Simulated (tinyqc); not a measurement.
The same stress in different states: Raman shift of the zone-centre optical phonon of a diamond-structure crystal under stress. Computed by tinyqc, a small Python program. Command: `OMP_NUM_THREADS=1 python tinyqc.py 3013547 3013548 out.jsonl ramanstress walk`. One thread of a shared host (Intel(R) Xeon(R) Processor @ 2.30GHz), about 0.01 s of CPU time with the checks.

Axes x, y, z are the cube axes. Strain shifts the threefold optical mode and can split it; p, q and r are the phonon deformation potentials.

Inputs (values chosen for the exercise, for a model crystal):
```
quantity                         value  unit
unstrained frequency omega_0       575  1/cm
p/omega_0^2                      -1.28     -
q/omega_0^2                      -1.81     -
r/omega_0^2                      -1.36     -
C11                               93.1   GPa
C12                               30.4   GPa
C44                               35.6   GPa
stress sigma (tension positive)  -0.13   GPa
```

Stress state: hydrostatic. Axis: none.

Method:
- S11 = (C11 + C12)/D, S12 = -C12/D, D = (C11 - C12)(C11 + 2 C12), S44 = 1/C44.
- eps_xx = S11 sigma_xx + S12 (sigma_yy + sigma_zz), and cyclic; eps_xy = S44 sigma_xy/2 (tensor strain).
- Secular matrix: M_xx = p eps_xx + q (eps_yy + eps_zz), M_xy = 2 r eps_xy; its eigenvalues are omega^2 - omega_0^2, and the shifts are these over 2 omega_0.
- Uniaxial: sigma n n^T; biaxial: sigma (1 - n n^T); hydrostatic: sigma 1. The line seen from (001) is taken as unresolved, at the intensity-weighted shift M_zz/(2 omega_0).

S44 = 28.0899 1/TPa

S11 = 12.7986 1/TPa

S12 = -3.15041 1/TPa

Shifts (1/cm):
```
state                   lowest   middle  highest  line seen from (001)
uniaxial [100]          0.1860   0.5020   0.5020                0.5020
uniaxial [110]         -0.3699   0.5020   1.0579                0.5020
uniaxial [001]          0.1860   0.5020   0.5020                0.1860
uniaxial [111]         -0.0793  -0.0793   1.3485                0.3967
biaxial, normal [001]   0.6880   0.6880   1.0039                1.0039
biaxial, normal [111]  -0.1586   1.2693   1.2693                0.7933
hydrostatic             1.1900   1.1900   1.1900                1.1900
```

What does the comparison show, and why?

Seen from (001), uniaxial stress along [100] and along [110] give the same shift (0.502), and equal biaxial stress in the plane gives twice as much (1.004), since only sigma_xx + sigma_yy and sigma_zz enter M_zz. Stress along [001] gives 0.186. One measured shift therefore fixes the stress only once its state is assumed: read as uniaxial in the plane, a shift implies twice the stress that it does read as biaxial.

Extremes, crossings and ranges named in words are read from the listed rows.
